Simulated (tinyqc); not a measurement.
# LED efficiency against current

ABC model of an LED: J = q da (A n + Ba n^2 + Ca n^3), IQE = Ba n^2/(A n + Ba n^2 + Ca n^3), differential lifetime 1/(A + 2 Ba n + 3 Ca n^2).

Parameters, values chosen for the exercise:
```
symbol,value,unit,meaning
A,1.2e5,1/s,defect coefficient of the active layer
Ba,1.9e-10,cm^3/s,radiative coefficient of the active layer
Ca,4.3e-29,cm^6/s,Auger coefficient of the active layer
da,7.7,nm,thickness of the active layer
```

Constants: q = 1.602176634e-19 C. Results are converted to the units shown.

LED efficiency against current:

| J (A/cm^2) | n (cm^-3) | IQE (%) | defect share (%) | Auger share (%) | differential lifetime (ns) |
|---|---|---|---|---|---|
| 0.0002 | 2.622e15 | 80.55 | 19.41 | 0.04779 | 895.2 |
| 0.0009 | 5.885e15 | 90.20 | 9.680 | 0.1201 | 423.6 |
| 0.004 | 1.273e16 | 95.01 | 4.713 | 0.2738 | 200.8 |
| 0.02 | 2.880e16 | 97.23 | 2.132 | 0.6338 | 89.51 |
| 0.07 | 5.401e16 | 97.66 | 1.142 | 1.194 | 47.58 |
| 0.3 | 1.114e17 | 97.00 | 0.5498 | 2.446 | 22.69 |
| 1 | 2.017e17 | 95.35 | 0.2986 | 4.352 | 12.19 |
| 5 | 4.402e17 | 90.82 | 0.1303 | 9.047 | 5.198 |
| 20 | 8.460e17 | 83.88 | 0.06262 | 16.06 | 2.416 |

What does the comparison show?

The IQE goes from 80.5 through a maximum of 97.7 (at J = 0.07 A/cm^2 among the rows listed) to 83.9 %. The exact peak, Q/(Q + 2) = 97.7 % with Q = Ba/sqrt(A Ca) = 83.6, lies at n = sqrt(A/Ca) = 5.28e16 cm^-3, J = 0.0670 A/cm^2, where the defect and Auger shares are equal. n goes as J^(0.54) at the low end and J^(0.47) at the high end.

Computed by the program tinyqc: `OMP_NUM_THREADS=1 python tinyqc.py 2300123 2300124 out.jsonl`, one thread of a shared Intel Xeon 2.30GHz, about 0.01 s for the whole run.
